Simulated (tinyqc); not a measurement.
Levels against anisotropy: donor in an ellipsoidal valley (Kohn-Luttinger variational method). Computed by tinyqc, a small Python program. Command: `OMP_NUM_THREADS=1 python tinyqc.py 3026126 3026127 out.jsonl kohnlutt walk`. One thread of a shared host (Intel(R) Xeon(R) Processor @ 2.30GHz), about 0.03 s of CPU time with the checks.

H = -(d^2/dx^2 + d^2/dy^2) - gamma d^2/dz^2 - 2/r in units built on m_t, with gamma = m_t/m_l and z along the valley axis. One valley; no valley-orbit or central-cell term.

Inputs (values chosen for the exercise, modelled on GaP): transverse mass m_t = 0.255 m_0; longitudinal mass m_l = 1.21 m_0; dielectric constant eps = 11.3.

Constants: Ry = 13.605693123 eV; a_0 = 0.529177210903 angstrom.

Method:
- Ry* = Ry m_t/eps^2, a* = a_0 eps/m_t, gamma = m_t/m_l.
- Trial function exp(-sqrt((x^2 + y^2)/a^2 + z^2/b^2)) with beta = b/a < 1: E = t/a^2 - u/a, t = (2 + gamma/beta^2)/3, u = 2 arcsin(sqrt(1 - beta^2))/sqrt(1 - beta^2); the best a is 2 t/u and E(beta) = -u^2/(4 t).
- The trial energy is minimised over beta by golden section from 0.05 to 0.999, 60 steps.
- Gaussian basis: g = P exp(-al (x^2 + y^2) - be z^2) with P = 1 (s-like), z (2p0) or x (2p+-); al = 0.004 x 2.6^k, k = 0..11, and be/al = 1, gamma^(-1/2) or 1/gamma (36 functions); 1/r = (2/sqrt(pi)) int exp(-t^2 r^2) dt by 48 Gauss-Legendre points after t = sqrt(al_i + al_j) tan(theta); overlap eigenvalues below 1e-10 are dropped.

gamma = 0.210744

Binding energies (Ry*):
```
gamma  1s, trial  1s, Gaussians     2p0     2p+-
0.053     2.0690         2.0801  1.0035  0.36680
0.110     1.8034         1.8085  0.7605  0.34431
0.210     1.5615         1.5636  0.5735  0.32059
0.320     1.4044         1.4053  0.4681  0.30325
0.360     1.3609         1.3616  0.4410  0.29816
0.600     1.1759         1.1761  0.3358  0.27488
0.860     1.0508         1.0508  0.2734  0.25748
```

What does the comparison show, and why?

As gamma falls from 0.86 to 0.053, 1s deepens from 1.051 to 2.080 Ry*, on the way from the hydrogen value 1 to the two-dimensional limit 4; 2p+- moves from 0.257 to 0.367 (limits 1/4 and 4/9), while 2p0 climbs from 0.273 to 1.004 and joins 1s as gamma tends to 0. Near gamma = 1 the trial function is almost exact and can pass the Gaussian basis, whose own error is about 3e-5 Ry*.

Extremes, crossings and ranges named in words are read from the listed rows.
